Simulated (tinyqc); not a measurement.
Worked calculation: G0W0 on RHF in the 6-31g basis, for H3+, spin multiplicity 1. One step of it, computed by the program tinyqc.

Task: Integrals over molecular orbitals. (pq|rs) = sum C_ip C_jq C_kr C_ls (ij|kl), one index at a time.

coefficients C:
```
            MO1        MO2        MO3        MO4        MO5        MO6
1H 1s  0.338791   0.000000   0.268605   0.535733   0.000000  -1.249131
1H 2s  0.416015   0.000000   1.975276  -0.753966   0.000000   2.333410
2H 1s  0.220411   0.303441  -0.095079   0.776343  -0.914778   0.486976
2H 2s  0.077684   0.560061  -1.366101  -0.379444   1.008845  -1.201670
3H 1s  0.220411  -0.303441  -0.095079   0.776343   0.914778   0.486976
3H 2s  0.077684  -0.560061  -1.366101  -0.379444  -1.008845  -1.201670
```

core Hamiltonian H = T + V (hartree), lower triangle:
```
           1H 1s      1H 2s      2H 1s      2H 2s      3H 1s      3H 2s
1H 1s  -1.300810
1H 2s  -1.160958  -1.313986
2H 1s  -0.541133  -0.697497  -1.040374
2H 2s  -0.759215  -0.976747  -0.993708  -1.117104
3H 1s  -0.541133  -0.697497  -0.027623  -0.204666  -1.040374
3H 2s  -0.759215  -0.976747  -0.204666  -0.461409  -0.993708  -1.117104
```

Two-electron integrals (ij|kl) in chemists' order, unique and non-zero (hartree):
```
(11|11) 1.076566   (21|11) 0.578470   (21|21) 0.329423   (22|11) 0.587396
(22|21) 0.361304   (22|22) 0.453150   (31|11) 0.197655   (31|21) 0.115351
(31|22) 0.130795   (31|31) 0.055862   (32|11) 0.234785   (32|21) 0.146361
(32|22) 0.186341   (32|31) 0.077244   (32|32) 0.124635   (33|11) 0.513568
(33|21) 0.329210   (33|22) 0.439188   (33|31) 0.197655   (33|32) 0.347636
(33|33) 1.076566   (41|11) 0.347636   (41|21) 0.199235   (41|22) 0.220732
(41|31) 0.077244   (41|32) 0.100886   (41|33) 0.234785   (41|41) 0.124635
(42|11) 0.403377   (42|21) 0.250567   (42|22) 0.321318   (42|31) 0.105007
(42|32) 0.161045   (42|33) 0.403377   (42|41) 0.161045   (42|42) 0.250941
(43|11) 0.329210   (43|21) 0.209534   (43|22) 0.279065   (43|31) 0.115351
(43|32) 0.199235   (43|33) 0.578470   (43|41) 0.146361   (43|42) 0.250567
(43|43) 0.329423   (44|11) 0.439188   (44|21) 0.279065   (44|22) 0.377713
(44|31) 0.130795   (44|32) 0.220732   (44|33) 0.587396   (44|41) 0.186341
(44|42) 0.321318   (44|43) 0.361304   (44|44) 0.453150   (51|11) 0.197655
(51|21) 0.115351   (51|22) 0.130795   (51|31) 0.031396   (51|32) 0.039534
(51|33) 0.085935   (51|41) 0.063636   (51|42) 0.079602   (51|43) 0.056382
(51|44) 0.082426   (51|51) 0.055862   (52|11) 0.234785   (52|21) 0.146361
(52|22) 0.186341   (52|31) 0.039534   (52|32) 0.052867   (52|33) 0.117127
(52|41) 0.080045   (52|42) 0.110032   (52|43) 0.077007   (52|44) 0.115057
(52|51) 0.077244   (52|52) 0.124635   (53|11) 0.006007   (53|21) 0.003352
(53|22) 0.003546   (53|31) 0.001166   (53|32) 0.001433   (53|33) 0.003185
(53|41) 0.002022   (53|42) 0.002447   (53|43) 0.002029   (53|44) 0.002692
(53|51) 0.001166   (53|52) 0.001433   (53|53) 0.000034   (54|11) 0.063847
(54|21) 0.038830   (54|22) 0.047176   (54|31) 0.010774   (54|32) 0.014097
(54|33) 0.031036   (54|41) 0.021519   (54|42) 0.028595   (54|43) 0.020358
(54|44) 0.029973   (54|51) 0.019064   (54|52) 0.028667   (54|53) 0.000385
(54|54) 0.006844   (55|11) 0.513568   (55|21) 0.329210   (55|22) 0.439188
(55|31) 0.085935   (55|32) 0.117127   (55|33) 0.261191   (55|41) 0.176581
(55|42) 0.250084   (55|43) 0.171926   (55|44) 0.259881   (55|51) 0.197655
(55|52) 0.347636   (55|53) 0.003185   (55|54) 0.075934   (55|55) 1.076566
(61|11) 0.347636   (61|21) 0.199235   (61|22) 0.220732   (61|31) 0.063636
(61|32) 0.080045   (61|33) 0.176581   (61|41) 0.116722   (61|42) 0.146051
(61|43) 0.114081   (61|44) 0.158029   (61|51) 0.077244   (61|52) 0.100886
(61|53) 0.002022   (61|54) 0.026164   (61|55) 0.234785   (61|61) 0.124635
(62|11) 0.403377   (62|21) 0.250567   (62|22) 0.321318   (62|31) 0.079602
(62|32) 0.110032   (62|33) 0.250084   (62|41) 0.146051   (62|42) 0.209166
(62|43) 0.162265   (62|44) 0.232483   (62|51) 0.105007   (62|52) 0.161045
(62|53) 0.002447   (62|54) 0.038897   (62|55) 0.403377   (62|61) 0.161045
(62|62) 0.250941   (63|11) 0.063847   (63|21) 0.038830   (63|22) 0.047176
(63|31) 0.019064   (63|32) 0.028667   (63|33) 0.075934   (63|41) 0.026164
(63|42) 0.038897   (63|43) 0.044310   (63|44) 0.050542   (63|51) 0.010774
(63|52) 0.014097   (63|53) 0.000385   (63|54) 0.003784   (63|55) 0.031036
(63|61) 0.021519   (63|62) 0.028595   (63|63) 0.006844   (64|11) 0.180132
(64|21) 0.110798   (64|22) 0.138964   (64|31) 0.040110   (64|32) 0.057144
(64|33) 0.134682   (64|41) 0.067690   (64|42) 0.098536   (64|43) 0.085579
(64|44) 0.115830   (64|51) 0.040110   (64|52) 0.057144   (64|53) 0.001088
(64|54) 0.014467   (64|55) 0.134682   (64|61) 0.067690   (64|62) 0.098536
(64|63) 0.014467   (64|64) 0.042615   (65|11) 0.329210   (65|21) 0.209534
(65|22) 0.279065   (65|31) 0.056382   (65|32) 0.077007   (65|33) 0.171926
(65|41) 0.114081   (65|42) 0.162265   (65|43) 0.113133   (65|44) 0.170438
(65|51) 0.115351   (65|52) 0.199235   (65|53) 0.002029   (65|54) 0.044310
(65|55) 0.578470   (65|61) 0.146361   (65|62) 0.250567   (65|63) 0.020358
(65|64) 0.085579   (65|65) 0.329423   (66|11) 0.439188   (66|21) 0.279065
(66|22) 0.377713   (66|31) 0.082426   (66|32) 0.115057   (66|33) 0.259881
(66|41) 0.158029   (66|42) 0.232483   (66|43) 0.170438   (66|44) 0.253442
(66|51) 0.130795   (66|52) 0.220732   (66|53) 0.002692   (66|54) 0.050542
(66|55) 0.587396   (66|61) 0.186341   (66|62) 0.321318   (66|63) 0.029973
(66|64) 0.115830   (66|65) 0.361304   (66|66) 0.453150
```

Give: one-electron integrals over orbitals h = C^T H C; Two-electron integrals over orbitals.

Result:

one-electron integrals over orbitals h = C^T H C (hartree), lower triangle:
```
        1       2       3       4       5       6
1  -1.533
2   0.000  -1.134
3  -0.085   0.000  -0.750
4  -0.079   0.000   0.061  -0.280
5   0.000   0.147   0.000   0.000  -0.117
6   0.077   0.000   0.214   0.039   0.000  -0.133
```

Two-electron integrals over orbitals (pq|rs), unique and non-zero (hartree):
```
(11|11) 0.564       (21|21) 0.120       (22|11) 0.439       (22|22) 0.440
(31|11) 0.085       (31|22) -0.006      (31|31) 0.066       (32|21) -0.087
(32|32) 0.094       (33|11) 0.394       (33|22) 0.366       (33|31) 0.019
(33|33) 0.349       (41|11) 0.079       (41|22) 0.075       (41|31) 1.09e-03
(41|33) 0.044       (41|41) 0.055       (42|21) 0.066       (42|32) -0.042
(42|42) 0.064       (43|11) -0.030      (43|22) -0.040      (43|31) 0.008
(43|33) -0.014      (43|41) -0.012      (43|43) 0.020       (44|11) 0.446
(44|22) 0.410       (44|31) 0.023       (44|33) 0.344       (44|41) 0.066
(44|43) -0.042      (44|44) 0.417       (51|21) -0.061      (51|32) 0.034
(51|42) -0.055      (51|51) 0.049       (52|11) -0.104      (52|22) -0.103
(52|31) 2.41e-03    (52|33) -0.048      (52|41) -0.058      (52|43) 0.031
(52|44) -0.102      (52|52) 0.083       (53|21) 2.39e-03    (53|32) 0.015
(53|42) 0.024       (53|51) -0.020      (53|53) 0.030       (54|21) -0.128
(54|32) 0.099       (54|42) -0.083      (54|51) 0.074       (54|53) -0.007
(54|54) 0.157       (55|11) 0.410       (55|22) 0.420       (55|31) -0.011
(55|33) 0.343       (55|41) 0.081       (55|43) -0.041      (55|44) 0.405
(55|52) -0.112      (55|55) 0.424       (61|11) -0.077      (61|22) 0.014
(61|31) -0.067      (61|33) -0.032      (61|41) -0.010      (61|43) -0.025
(61|44) -3.52e-04   (61|52) -0.017      (61|55) 0.024       (61|61) 0.101
(62|21) 0.055       (62|32) -0.033      (62|42) 0.045       (62|51) -0.040
(62|53) 0.020       (62|54) -0.067      (62|62) 0.040       (63|11) -0.141
(63|22) -0.068      (63|31) -0.051      (63|33) -0.057      (63|41) -0.042
(63|43) 0.007       (63|44) -0.081      (63|52) 0.046       (63|55) -0.061
(63|61) 0.060       (63|63) 0.081       (64|11) -0.025      (64|22) 0.044
(64|31) -0.050      (64|33) 4.27e-03    (64|41) 0.025       (64|43) -0.018
(64|44) 0.021       (64|52) -0.038      (64|55) 0.057       (64|61) 0.059
(64|63) 0.023       (64|64) 0.063       (65|21) -0.082      (65|32) 0.071
(65|42) -0.057      (65|51) 0.049       (65|53) -1.77e-03   (65|54) 0.104
(65|62) -0.042      (65|65) 0.074       (66|11) 0.553       (66|22) 0.409
(66|31) 0.101       (66|33) 0.394       (66|41) 0.089       (66|43) -0.012
(66|44) 0.427       (66|52) -0.091      (66|55) 0.389       (66|61) -0.127
(66|63) -0.162      (66|64) -0.048      (66|66) 0.604
```
